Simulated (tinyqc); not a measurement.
Thin-film optics by transfer matrices: sweeps and comparisons. A value that a table varies takes the place of the one given here.

Indices N = n + i k. Snell: N0 sin(theta) = N_j sin(theta_j), with Im(N_j cos theta_j) >= 0. Admittance y_j = N_j cos theta_j for s and N_j/cos theta_j for p. Phase delta_j = 2 pi N_j cos theta_j d_j/lambda. Layer matrix [[cos delta, -i sin delta/y], [-i y sin delta, cos delta]], multiplied from the top down to M. (B, C) = M (1, y_sub); r = (y0 B - C)/(y0 B + C), R = |r|^2, T = 4 Re y0 Re y_sub/|y0 B + C|^2, absorbed in the films 1 - R - T.

Ellipsometry: rho = tan(Psi) exp(i Delta) = -conj(r_p/r_s) with the r of the admittance formula, Delta in 0 to 360 degrees, so that a bare dielectric at small angles gives Delta = 180.

Values chosen for the exercise (indices near those of resist, ARC, SiO2 on W; the results hold for these values, not for the real material): lam = 365 nm (vacuum wavelength); n0 = 1 (ambient index); n = (1.697, 1.75, 1.498, 3.425) (n of resist, ARC, SiO2, substrate); k = (0.024, 0.3, 0, 2.318) (k in the same order); d = (215, 24.3, 31.9) nm (thicknesses, top first); theta = 0 degrees (angle of incidence); pol = s (polarisation).

## Swing curve: thickness of the top film

The first entry of d takes the values listed.

Stack:
```
d_1 (nm)       R       T  absorbed
215.0     0.0191  0.4137    0.5673
232.9     0.1335  0.3578    0.5088
250.8     0.2253  0.3157    0.4590
268.8     0.2269  0.3122    0.4609
286.7     0.1372  0.3439    0.5189
304.6     0.0224  0.3817    0.5959
322.5     0.0170  0.3746    0.6085
340.5     0.1227  0.3275    0.5498
358.4     0.2085  0.2917    0.4998
376.3     0.2100  0.2884    0.5016
394.2     0.1264  0.3148    0.5588
412.2     0.0208  0.3458    0.6334
430.1     0.0165  0.3393    0.6442
```

What does this show, and why?

R swings between 0.0165 and 0.2269 on these points. The period is lambda/(2 Re(N_1 cos theta_1)) = 107.5 nm, six rows. The swing shrinks from 0.2099 in the first period to 0.1935 in the second, as the film absorbs the wave that returns from below. The swing ratio (max - min)/mean is 1.84.

## Angle of incidence

Both polarisations.

Stack:
```
theta (degrees)     R_s     R_p    Psi   Delta
0                0.0191  0.0191  45.00  180.00
15               0.0073  0.0074  45.19  193.89
30               0.0074  0.0069  43.94  112.60
45               0.1216  0.0500  32.68  130.53
55               0.2752  0.0685  26.51  123.86
60               0.3624  0.0654  23.02  117.24
65               0.4520  0.0556  19.32  106.22
70               0.5438  0.0461  16.23   86.35
75               0.6403  0.0544  16.26   55.47
80               0.7457  0.1211  21.95   27.38
85               0.8642  0.3457  32.31   10.69
```

What does this show, and why?

R_s and R_p agree at normal incidence (0.0191). R_p is lowest at 30 degrees of those listed (0.0069), where R_s = 0.0074: both are low, so this is an interference minimum, not a Brewster effect. R_s does not rise steadily, because the phase thickness of the films changes with the angle.

## Thickness of the antireflection layer under the resist

Light arrives at normal incidence from inside the resist, taken as the ambient with its real index n; the second entry of d takes the values listed.

Reflectance back into the resist:
```
d_2 (nm)       R
0         0.3329
10        0.2177
20        0.1304
30        0.0787
40        0.0586
50        0.0610
60        0.0746
80        0.0929
100       0.0648
120       0.0194
```

What can be read from the table?

Without the layer R = 0.3329; the lowest value listed is 0.0194 at 120 nm, against a quarter wave lambda/(4 n) = 52.1 nm. A very thick layer would leave only its top interface, R = 0.0078, once absorption has removed the wave from below.

## Sensitivity of the reflectance

R for both polarisations. Each row changes one parameter from the base and keeps the others.

Results:
```
case                                R_s     R_p     T_s
base                             0.0191  0.0191  0.4137
d = (220, 24.3, 31.9) nm         0.0451  0.0451  0.4000
n = (1.731, 1.75, 1.498, 3.425)  0.0422  0.0422  0.4025
k = (0.024, 0.3, 0, 2.56)        0.0214  0.0214  0.3974
lam = 370 nm                     0.0064  0.0064  0.4241
theta = 5 degrees                0.0175  0.0174  0.4138
```

What can be read from the table?

The largest shifts from the base row, up to three for each result and ties (the steps differ in size, so this ranks the rows, not the parameters). R_s: d +0.0261, n +0.0232, lam -0.0127. R_p: d +0.0261, n +0.0232, lam -0.0127. T_s: k -0.0162, d -0.0137, n -0.0112.

Computed by tinyqc, a small Python program: `OMP_NUM_THREADS=1 python tinyqc.py 1650294 1650295 out.jsonl` (the numbers bound the seed that draws the inputs); one thread of a shared host (Intel(R) Xeon(R) Processor @ 2.30GHz), about 0.01 s for the whole set of steps.
